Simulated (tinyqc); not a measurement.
Hubbard ring of 4 sites, step by step. Computed by tinyqc, a small Python program that keeps every step. Settings: hopping = 0.9, U = 6.8, mixing = 1, iteration cap = 55. Command: `OMP_NUM_THREADS=1 python tinyqc.py 26053 26054 out.jsonl` (the two numbers bound the seeds that draw the settings). One thread of a shared host (Intel(R) Xeon(R) Processor @ 2.60GHz), about 0.2 s of CPU time with the checks. Later iterations appear only in the table of the cycle.

## Mean-field iteration 1

one-body matrix (hopping and site energies) (eV), lower triangle:
```
           1          2          3          4
1   0.640000
2  -0.900000   0.870000
3   0.000000  -0.900000   0.280000
4  -0.900000   0.000000  -0.900000  -0.040000
```

U = 6.800000 eV

electrons, up and down: 2  2

mixing = 1

n(up) at the start (a guess, not normalised): 1 0.500000, 2 0.500000, 3 0.500000, 4 0.500000

n(down) at the start (a guess): 1 0.500000, 2 0.500000, 3 0.500000, 4 0.500000

H(up) = T + U n(down), H(down) = T + U n(up); fill the lowest levels; n(new) = n + mixing (n(out) - n); E = tr T (rho up + rho down) + U sum n_up n_down of the output.

levels, up (eV): 1.971412  3.789982  3.887279  5.701328

levels, down (eV): 1.971412  3.789982  3.887279  5.701328

energy = 5.687774 eV

n(up) after iteration 1: 1 0.242539, 2 0.442658, 3 0.550665, 4 0.764138

n(down) after iteration 1: 1 0.242539, 2 0.442658, 3 0.550665, 4 0.764138

## Mean-field iteration 2

As before.

levels, up (eV): 1.546461  3.341242  4.433347  6.028949

levels, down (eV): 1.546461  3.341242  4.433347  6.028949

energy = 8.360703 eV

n(up) after iteration 2: 1 0.926552, 2 0.364693, 3 0.619305, 4 0.089451

n(down) after iteration 2: 1 0.926552, 2 0.364693, 3 0.619305, 4 0.089451

## Convergence

Each step fills the lowest levels of T + U n(other spin) and sets n(new) = n + mixing (n(out) - n); stop when output and input agree to 1e-8.

Course of the cycle:

| iteration | E (eV) | largest \|n(out) - n(in)\| | mean \|n_up - n_down\| |
|---|---|---|---|
| 1 | 5.68777406 | 2.64e-01 | 0.000000 |
| 2 | 8.36070262 | 6.84e-01 | 0.000000 |
| 3 | 9.77965211 | 8.84e-01 | 0.000000 |
| 4 | 12.21374448 | 9.17e-01 | 0.000000 |
| 5 | 12.55427032 | 9.28e-01 | 0.000000 |
| 6 | 12.75338736 | 9.33e-01 | 0.000000 |
| 7 | 12.62762642 | 9.34e-01 | 0.000000 |
| 8 | 12.76162156 | 9.34e-01 | 0.000000 |
| 9 | 12.62857967 | 9.34e-01 | 0.000000 |
| 10 | 12.76173056 | 9.34e-01 | 0.000000 |
| 11 | 12.62859206 | 9.34e-01 | 0.000000 |
| ... | ... | ... | ... |
| 45 | 12.62859223 | 9.34e-01 | 0.000000 |
| 46 | 12.76173201 | 9.34e-01 | 0.000000 |
| 47 | 12.62859223 | 9.34e-01 | 0.000000 |
| 48 | 12.76173201 | 9.34e-01 | 0.000000 |
| 49 | 12.62859223 | 9.34e-01 | 0.000000 |
| 50 | 12.76173201 | 9.34e-01 | 0.000000 |
| 51 | 12.62859223 | 9.34e-01 | 0.000000 |
| 52 | 12.76173201 | 9.34e-01 | 0.000000 |
| 53 | 12.62859223 | 9.34e-01 | 0.000000 |
| 54 | 12.76173201 | 9.34e-01 | 0.000000 |
| 55 | 12.62859223 | 9.34e-01 | 0.000000 |

Not converged within 55 iterations: the residual has stopped falling: the iteration swings between two states. The lowest mean-field energy found from random starts is 0.82595 eV. Reruns (cap 100 unless said): mixing 0.2: not converged; mixing 0.5: not converged; mixing 0.9: not converged; the original settings with a cap of 400: not converged.

## Exact diagonalisation (36 states)

Lowest levels of the sector, and the double occupancy of the lowest state.

lowest levels (eV): 0.503044  0.805457  1.256557  1.299652  1.302299  1.750000

double occupancy per site = 0.035576

## The lowest level by Lanczos steps

From a random start vector (not printed): a_j = <q_j|H|q_j>, b_j = norm of the remainder after orthogonalising; the Ritz value is the lowest eigenvalue of the tridiagonal matrix of a and b so far.

Lanczos:

| j | a_j (eV) | b_j (eV) | lowest Ritz value (eV) |
|---|---|---|---|
| 1 | 6.823896 | 3.188424 | 6.82389604 |
| 2 | 7.238381 | 6.098304 | 3.83598634 |
| 3 | 9.641601 | 2.991286 | 1.10461713 |
| 4 | 10.298295 | 3.885453 | 0.82217823 |
| 5 | 7.922779 | 5.487536 | 0.73932502 |
| 6 | 8.922586 | 3.515019 | 0.60551318 |
| 7 | 9.719729 | 2.547034 | 0.52874851 |
| 8 | 10.082405 | 5.378188 | 0.51950645 |
| 9 | 9.253826 | 4.043616 | 0.51371180 |
| 10 | 6.728602 | 3.452353 | 0.50820456 |
